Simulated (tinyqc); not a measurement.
Photoconductance decay in a wafer: bulk and surface recombination modes, and iron detection by pair splitting. Changing the surface recombination velocity S. Computed by tinyqc, a small Python program. Command: `OMP_NUM_THREADS=1 python tinyqc.py 3111531 3111532 out.jsonl pcd sweep`. One thread of a shared host (Intel(R) Xeon(R) Processor @ 2.30GHz), about 0.04 s of CPU time with the checks.

Both faces of the wafer have the same S; injection is low and all coefficients are constant. x runs from -W/2 to W/2.

Inputs (values chosen for the exercise, modelled on p-type silicon): thickness W = 200 micrometre; diffusivity D = 31.2 cm^2/s; bulk lifetime tau_b without iron = 2000 microsecond.

Method:
- h = S W/(2 D). Solve f(b) = b sin b - h cos b = 0 from b = (pi/2) sqrt(h/(h + pi^2/4)), with f'(b) = (1 + h) sin b + b cos b; four steps.
- Even modes cos(a x) obey b tan b = S W/(2 D) with b = a W/2, odd modes sin(a x) obey -b cot b = S W/(2 D); each decays at the rate 1/tau_b + D a^2.
- tau_eff is the decay time of the first mode. The surface time is 1/(D a^2) of that mode; shortcuts for it are W/(2 S), W^2/(pi^2 D) and their sum, whose error is sum/surface time - 1.

One run for each value:

| surface recombination velocity S (cm/s) | tau_eff (microsecond) | surface time (microsecond) | error of the sum (%) | h |
|---|---|---|---|---|
| 3.00e-01 | 1.887e+03 | 3.333e+04 | 6.918e-04 | 9.615e-05 |
| 1.60e+00 | 1.515e+03 | 6.251e+03 | 3.689e-03 | 5.128e-04 |
| 8.40e+00 | 7.467e+02 | 1.192e+03 | 1.934e-02 | 2.692e-03 |
| 4.50e+01 | 2.009e+02 | 2.233e+02 | 1.028e-01 | 1.442e-02 |
| 2.40e+02 | 4.185e+01 | 4.274e+01 | 5.270e-01 | 7.692e-02 |
| 1.30e+03 | 8.749e+00 | 8.788e+00 | 2.318e+00 | 4.167e-01 |
| 6.70e+03 | 2.654e+00 | 2.658e+00 | 5.023e+00 | 2.147e+00 |
| 3.60e+04 | 1.531e+00 | 1.533e+00 | 2.879e+00 | 1.154e+01 |
| 1.90e+05 | 1.341e+00 | 1.342e+00 | 7.175e-01 | 6.090e+01 |
| 1.00e+06 | 1.306e+00 | 1.307e+00 | 1.440e-01 | 3.205e+02 |

Over the rows, tau_eff (microsecond) falls from 1890 to 1.31 (exponent d ln y / d ln x -0.13 between the first rows and -0.016 between the last); surface time (microsecond) falls from 33300 to 1.31 (exponent d ln y / d ln x -1.00 between the first rows and -0.016 between the last); error of the sum (%) goes from 6.92e-4 through a maximum among these rows, 5.02 at 6700, to 0.144. At the low end the exponent of surface time is -1.00, close to -1: slow surfaces, W/(2 S). At the high end the exponent of surface time is -0.02, close to 0: fast surfaces, limited by diffusion. The sum of the two shortcuts misses by at most about 5.0 % over these rows.

Extremes, crossings and ranges named in words are read from the listed rows.
